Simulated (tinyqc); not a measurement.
The coupled modes against doping: free-carrier optics of a doped semiconductor (Drude model with one polar phonon).

eps(E) = ei [1 - Ep^2/(E^2 + i E Gam)] + (es - ei) wT^2/(wT^2 - E^2 - i E gT), with Ep^2 = 8 pi c (e^2/(4 pi eps0)) N/(m ei), c = hbar^2/2m0, N in 1/angstrom^3 (1e-24 per 1/cm^3); Gam = hbar/tau, tau = mu m m0/e with m0/e = 5.685630e-12 kg/C and mu in m^2/(V s). Energies in meV.

Constants: hbar^2/2m0 = 3.80998211 eV angstrom^2; e^2/(4 pi eps0) = 14.39964547 eV angstrom.

Parameters, chosen for this exercise (mass and dielectric values near those of InSb; N and mu are free inputs; interband absorption and the rise of the mass with filling are left out; not measured data):

| symbol | value | unit | meaning |
|---|---|---|---|
| m | 0.0129 | m0 | conductivity mass |
| ei | 15.79 |  | high-frequency dielectric constant |
| wT | 22.7 | meV | TO phonon |
| es | 17.07 |  | static dielectric constant |

L-, L+ solve E^4 - (wL^2 + Ep^2) E^2 + Ep^2 wT^2 = 0, wL = wT sqrt(es/ei); damping left out; energies in meV.

Modes:

| N (1/cm^3) | Ep | L- | L+ | Ep sqrt(ei/es) |
|---|---|---|---|---|
| 2.0e+15 | 3.68 | 3.54 | 23.62 | 3.54 |
| 8.0e+15 | 7.36 | 7.05 | 23.70 | 7.08 |
| 2.0e+16 | 11.64 | 11.06 | 23.88 | 11.19 |
| 5.0e+16 | 18.40 | 16.92 | 24.68 | 17.69 |
| 8.0e+16 | 23.27 | 19.97 | 26.46 | 22.38 |
| 2.0e+17 | 36.79 | 22.17 | 37.68 | 35.39 |
| 3.0e+17 | 45.06 | 22.40 | 45.68 | 43.34 |
| 8.0e+17 | 73.59 | 22.60 | 73.90 | 70.78 |
| 2.0e+18 | 116.36 | 22.66 | 116.54 | 111.91 |

wL = 23.60 meV

At low density L- follows Ep sqrt(ei/es) (3.54 against 3.54), a plasmon screened by the lattice, and L+ starts at wL. At the highest density L- has come within 0.04 meV of wT, since the carriers screen the field that lifts wL, and L+ is within 0.19 meV of Ep. The branches are closest, 6.49 meV, at 8e+16 1/cm^3 of those listed. The mass is held fixed, while in a real band it rises with filling.

Computed by tinyqc, a small Python program: `OMP_NUM_THREADS=1 python tinyqc.py 1650682 1650683 out.jsonl` (the numbers bound the seed that draws the inputs); one thread of a shared host (Intel(R) Xeon(R) Processor @ 2.30GHz), about 0.01 s for the whole set of steps.
